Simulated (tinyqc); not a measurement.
Hopping conduction between localised states: one step, computed by the program tinyqc. Command: `OMP_NUM_THREADS=1 python tinyqc.py 3015378 3015379 out.jsonl hop walk`. One thread of a shared host (Intel(R) Xeon(R) Processor @ 2.30GHz), about 0.01 s of CPU time with the checks.

Energies are counted from the Fermi level. A small network shows the mechanism; the laws of an infinite system follow.

Question. Total conductivity. Mott: T_M = 21.2/(k_B g_0 xi^3), exponent (T_M/T)^(1/4), mean hop r = (3/8) xi times the exponent. Efros-Shklovskii: T_ES = 2.8 e^2/(4 pi eps eps_0 k_B xi), exponent (T_ES/T)^(1/2). Coulomb gap width g_0^(1/2) (e^2/(4 pi eps eps_0))^(3/2). The numerical coefficients come from percolation theory and are given. sigma = s_1 exp(-E_a/k_B T) + s_2 exp(-larger of the two exponents); reduced activation energy w = d ln(sigma)/d ln(T) by a central difference of +/- 1 %.

Inputs (values chosen for the exercise, for a model amorphous semiconductor): localisation length xi = 0.87 nm; density of states g_0 = 6.6e+18 1/(eV cm^3); permittivity eps = 4.6; activation energy E_a to extended states = 0.31 eV; prefactor of activated conduction = 660 S/cm; prefactor of hopping = 0.23 S/cm; temperature T = 420 K.

Dimension: 3D.

Constants: k_B = 8.617333262e-05 eV/K; e^2/(4 pi eps_0) = 14.39964548 eV angstrom.

Give: activated part; hopping part; conductivity; reduced activation energy w.

Answer.

activated part = 0.12581 S/cm

hopping part = 1.0977e-09 S/cm

conductivity = 0.12581 S/cm

reduced activation energy w = 8.5658

Activation to extended states carries 100 %. For sigma = s exp(-(T_0/T)^p), w = p (T_0/T)^p, so the slope of ln w against ln T gives -p.
